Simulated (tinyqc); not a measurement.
Inside a calculation: Shockley state of an s-p chain by decimation. Values are carried at full precision from step to step, so a last printed digit may differ when a step is redone from the rounded ones.

Each site has s at -d/2 and p at +d/2: H0 = diag(-d/2, d/2). The block to the next site on the right is H1 = [[-ts, u], [-u, tp]] (rows s, p of site n; columns s, p of site n + 1). Bulk: H(k) = [[-d/2 - 2 ts cos k, 2i u sin k], [-2i u sin k, d/2 + 2 tp cos k]]. The bands are inverted at k = pi if d < 2 (ts + tp).

Inputs chosen for the exercise: d = 2.1 eV (Ep - Es); ts = 0.74 eV (s-s hopping); tp = 0.7 eV (p-p hopping); u = 0.5 eV (s-p hopping); E = 0.11 eV (energy); eta = 0.05 eV (broadening).

## Bulk bands

Levels and s weight of the lower band at k = j pi/6.

Bands:
```
k/pi,lower (eV),upper (eV),"s weight, lower"
0.000,-2.5300,2.4500,1.000
0.167,-2.3855,2.3162,0.989
0.333,-1.9905,1.9505,0.949
0.500,-1.4500,1.4500,0.862
0.667,-0.9068,0.9468,0.678
0.833,-0.5028,0.5721,0.317
1.000,-0.3500,0.4300,0.000
```

The lower band is s-like at k = 0 and p-like at pi: the bands are inverted, and the gap is a hybridisation gap that can hold a Shockley state.

## First round of decimation

Decimation (Sancho-Rubio) at z = E + i eta: start with es = e = H0, A = H1, B = H1^T. Each round forms g = (z - e)^-1 and sets es += A g B, e += A g B + B g A, A = A g A, B = B g B, doubling the length covered. Stop when all |A| < 1e-10. Surface G = (z - es)^-1, bulk G = (z - e)^-1; densities -Im tr G/pi.

Carry out one round.

g (1/eV):
```
,s,p
s,0.8605-0.0371i,0.0000
p,0.0000,-1.0608-0.0564i
```

es (eV):
```
,s,p
s,-0.8440-0.0344i,-0.0529-0.0335i
p,-0.0529-0.0335i,0.7453-0.0369i
```

e (eV):
```
,s,p
s,-0.6380-0.0688i,0.0000
p,0.0000,0.4406-0.0738i
```

A (eV):
```
,s,p
s,0.7364-0.0062i,-0.6897-0.0060i
p,0.6897+0.0060i,-0.7349-0.0184i
```

## Course of the decimation

All rounds.

Rounds:
```
round,sites covered,largest |A| (eV),surface density (1/eV)
1,2,0.736,0.09540
2,4,2.09,1.47350
3,8,0.570,0.82838
4,16,0.00245,0.81870
5,32,4.06e-08,0.81870
6,64,1.10e-17,0.81870
```

surface G (1/eV):
```
,s,p
s,2.5183-1.2449i,-2.0459+1.2497i
p,-2.0459+1.2497i,1.4295-1.3271i
```

densities (1/eV): surface 0.81870, bulk 0.04974

Converged in 6 rounds. E lies inside the bulk gap (-0.350 to 0.430 eV); once |A| is small it falls roughly as its square in each round, up to a factor. The surface density is 16 times the bulk one, owing to the broadened Shockley level, which peaks near 0.03 eV.

## Checks

- Surface G against the Dyson relation G = (z - H0 - H1 G H1^T)^-1: they agree to 1e-10 or better.

Computed by tinyqc, a small Python program: `OMP_NUM_THREADS=1 python tinyqc.py 1481487 1481488 out.jsonl` (the numbers bound the seed that draws the inputs); one thread of a shared host (Intel(R) Xeon(R) Processor @ 2.30GHz), about 0.4 s for the whole set of steps.
